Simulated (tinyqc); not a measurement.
Dopants and charged point defects at anneal temperature: Fermi-level effect, clustering and pairing: one step, computed by the program tinyqc. Command: `OMP_NUM_THREADS=1 python tinyqc.py 3019363 3019364 out.jsonl pairing walk`. One thread of a shared host (Intel(R) Xeon(R) Processor @ 2.30GHz), about 0.02 s of CPU time with the checks.

Boltzmann statistics and full ionisation of active dopants. Energies are counted from the valence band; the defect (a vacancy or self-interstitial) has five charge states, with all degeneracy factors one.

Task: Charged defects. C_0 = N_s exp(S_f/k_B) exp(-H_f/k_B T). Ratios to the neutral state at E_F = E_i: r_+ = exp((E(+/0) - E_i)/k_B T), r_2+ = r_+ exp((E(2+/+) - E_i)/k_B T), r_- = exp((E_i - E(0/-))/k_B T), r_2- = r_- exp((E_i - E(-/2-))/k_B T); at other E_F state q scales as chi^(-q). The enhancement is sum r_q chi^(-q)/sum r_q. The charge on the defects is left out of neutrality.

Inputs (values chosen for the exercise, with bands modelled on GaAs):
```
quantity,value,unit
anneal temperature T,890,K
formation enthalpy of the neutral defect H_f,2.48,eV
formation entropy S_f,2.8,k_B
site density N_s,4.9e+22,cm^-3
```

Dopant: acceptor. Second part: clustering of the dopant.

defect levels as fractions of E_g(T): (2+/+), (+/0), (0/-), (-/2-): [0.14, 0.33, 0.69, 0.64]

E_g = 1.122507 eV

k_B T = 0.07669427 eV

n_i = 6.934997e+15 cm^-3

E_i = 0.6796098 eV

chi = 5.209708e-04

Give: neutral defects C_0; Charge states; all defects, doped; enhancement over intrinsic; mean charge.

Result:

neutral defects C_0 = 7.291e+09 cm^-3

Charge states:
```
state,ratio r,intrinsic (cm^-3),doped (cm^-3)
2+,1.953e-05,1.424e+05,5.246e+11
+,1.775e-02,1.294e+08,2.484e+11
0,1.000e+00,7.291e+09,7.291e+09
-,2.901e-01,2.115e+09,1.102e+06
2-,1.749e-01,1.275e+09,3.461e+02
```

all defects, doped = 7.803e+11 cm^-3

enhancement over intrinsic = 72.18

mean charge = 1.663 e

Doping leaves the neutral state alone and multiplies the total by 72.2; the most common state is 2+ (in intrinsic material 0).
